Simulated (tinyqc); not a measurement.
Switching kinetics of a ferroelectric film and the memory window of a ferroelectric gate stack: one step, computed by the program tinyqc. Command: `OMP_NUM_THREADS=1 python tinyqc.py 3015093 3015094 out.jsonl feswitch walk`. One thread of a shared host (Intel(R) Xeon(R) Processor @ 2.30GHz), about 0.02 s of CPU time with the checks.

Fields in MV/cm; 1 microcoulomb/cm^2 over eps_0 is 11.29409 MV/cm. In the stack (metal, ferroelectric, interlayer, channel) the channel is taken as a conductor.

Question. Memory window. Saturated branches: P(E) = P_s tanh[(E -/+ E_c)/(2 delta)], delta = E_c/ln[(1 + P_r/P_s)/(1 - P_r/P_s)]; D = P + eps_0 eps_F E. At threshold the channel charge is negligible, so D = 0 on each branch: (1 - s) P(E) + eps_0 eps_F E = 0, with the screened share s. The rising branch has the root E0 between 0 and E_c; window = 2 E0 t_F; its upper bound is 2 E_c t_F.

Inputs (values chosen for the exercise, for a model hafnia-based film):
```
quantity,value,unit
saturation polarisation P_s,30,microcoulomb/cm^2
ratio P_r/P_s,0.93,-
coercive field E_c,0.69,MV/cm
permittivity of the ferroelectric eps_F,39,-
thickness t_F,17,nm
share s of P screened by trapped charge,0.63,-
```

delta = 0.2080331 MV/cm

Give: field E0; memory window; bound 2 E_c t_F; fixed-charge estimate 2 (1 - s) P_r t_F/(eps_0 eps_F).

Answer.

field E0 = 0.6101 MV/cm

memory window = 2.074 V

bound 2 E_c t_F = 2.346 V

fixed-charge estimate 2 (1 - s) P_r t_F/(eps_0 eps_F) = 10.16 V

The window is limited by the coercive field: more polarisation would add little.
